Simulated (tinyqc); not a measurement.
Conduction-band offset of an n-N heterojunction from carrier-profile moments: one step of the calculation.

Layer 1 (x < 0) accumulates electrons and layer 2 (x > 0) is depleted. Boltzmann statistics. The bands bend down by V1 in layer 1 and up by V2 in layer 2, with V1 + V2 = VD = dE + Vt ln[(N2/Nc2)/(N1/Nc1)].

Task. Offset from the moments. A C-V profile smears n(x) but keeps its zeroth and first moments: si = -int (N - n) dx, VD = (q/(eps0 eps_r)) int (N - n) x dx, dE = VD - Vt ln[(N2/Nc2)/(N1/Nc1)]. Use the trapezoidal rule on each side.

Parameters, values chosen for the exercise; values of the order of III-V alloys:
```
symbol,value,unit,meaning
T,300,K,temperature
eps_r,13.1,,relative permittivity of both layers
Nc1,4.4e17,cm^-3,density of states of the narrow-gap layer 1
Nc2,9.4e17,cm^-3,density of states of the wide-gap layer 2
dE,0.23,eV,conduction-band offset
N1,2.6e15,cm^-3,donor density in layer 1
N2,2.5e16,cm^-3,donor density in layer 2
si,0,cm^-2,fixed charge at the interface
```

Constants: q = 1.602176634e-19 C, kB = 1.380649e-23 J/K, Vt = kB T/q, eps0 = 8.8541878128e-14 F/cm where lengths are in cm. Results are converted to the units shown.

```
left point  -x (nm)  n in layer 1 (cm^-3)
0                 0            1.47249e17
1              1.96            1.18062e17
2              11.9            5.15211e16
3              34.1            1.82051e16
4              72.1            7.64366e15
5               129            4.29117e15
6               207            3.14314e15
7               309            2.74908e15
8               437            2.63203e15
9               594            2.60500e15
```

```
right point  x (nm)  n in layer 2 (cm^-3)
0                 0            4.30426e13
1              16.2            2.51440e14
2              39.8            1.77454e15
3              67.4            7.39139e15
4                98            1.59046e16
5               131            2.16784e16
6               166            2.40113e16
7               203            2.47392e16
8               241            2.49346e16
9               281            2.49848e16
```

Give: si; VD; dE.

Result.

si = 2.570e10 cm^-2
VD = 0.2683 V
dE = 0.2294 eV

On these few points dE comes out -0.58 meV from the true 0.23 eV, and si misses by 2.6e10 cm^-2, 11 % of Q1.

Program tinyqc, `OMP_NUM_THREADS=1 python tinyqc.py 2410139 2410140 out.jsonl`; Intel Xeon 2.30GHz, shared host, one thread, about 0.1 s.
